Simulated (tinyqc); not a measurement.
Physical sputtering: collision-cascade yield, angular dependence, faceting and resputtering in deposition. From erosion rate back to current density J. Computed by tinyqc, a small Python program. Command: `OMP_NUM_THREADS=1 python tinyqc.py 3025348 3025349 out.jsonl sputter inv`. One thread of a shared host (Intel(R) Xeon(R) Processor @ 2.30GHz), about 0.01 s of CPU time with the checks.

Ions start collision cascades; atoms that reach the surface with more than U leave. The target is amorphous or fine-grained.

Inputs (values chosen for the exercise, modelled on gallium ions on silicon): ion Z1 = 31; ion mass M1 = 69.7 u; target Z2 = 14; target mass M2 = 28.09 u; surface binding energy U = 4.63 eV; target density N = 49.9 1/nm^3; fit factor Q = 0.68; ion energy E = 4800 eV.

Constants: e = 1.602176634e-19 C.

Method. gamma = 4 M1 M2/(M1 + M2)^2; threshold E_th = 6.7 U/gamma for M1 >= M2, else U (1 + 5.7 M1/M2)/gamma. eps = 0.03255 M2 E/(Z1 Z2 (M1 + M2) z), z = (Z1^(2/3) + Z2^(2/3))^(1/2), E in eV; s_n = 3.441 sqrt(eps) ln(eps + 2.718)/(1 + 6.355 sqrt(eps) + eps (6.882 sqrt(eps) - 1.708)); S_n = 84.78 Z1 Z2 M1 s_n/((M1 + M2) z) in eV angstrom^2; alpha = 0.249 (M2/M1)^0.56 + 0.0035 (M2/M1)^1.5 for M1 <= M2, else 0.0875 (M2/M1)^(-0.15) + 0.165 M2/M1; Y0 = 0.042 Q alpha S_n/U [1 - sqrt(E_th/E)]^2.5 (the electronic-loss factor of the full formula is dropped). Erosion rate = Y0 J/(e N); 1 cm^2 = 1e14 nm^2.

Question. A run gave the result below. Find the current density J, known to lie between 0.96 and 2.1 mA/cm^2.

erosion rate = 121.1295 nm/min

Answer.

Each step takes the trial c = (a f_b - b f_a)/(f_b - f_a), f being the result less the target and a, b, c the logarithms of the listed values; c replaces end b, the old b replaces a if the sign of f changed, and otherwise f_a is halved.

Scan of the range:
```
current density J (mA/cm^2)  erosion rate (nm/min)
0.96                                       108.575
1.09                                       123.278
1.25                                       141.374
1.42                                       160.601
1.62                                       183.221
1.84                                       208.103
2.10                                       237.509
```

False position (Illinois rule, in the logarithm of the input) inside the bracket:
```
step    end a    end b    trial  erosion rate (nm/min)
1     0.96000  1.09000  1.06995                121.011
2     1.09000  1.06995  1.07099                121.128
3     1.09000  1.07099  1.07101                121.131
4     1.07099  1.07101  1.07100                121.129
```

Erosion rate rises at every point of a 13-point scan of the range (every second point is shown), so one value fits; it is bracketed by 0.960 and 1.09. The scan shows a pure power law with exponent 1.000, so scaling from any one row also gives the answer directly. Answer: current density J = 1.071 mA/cm^2.
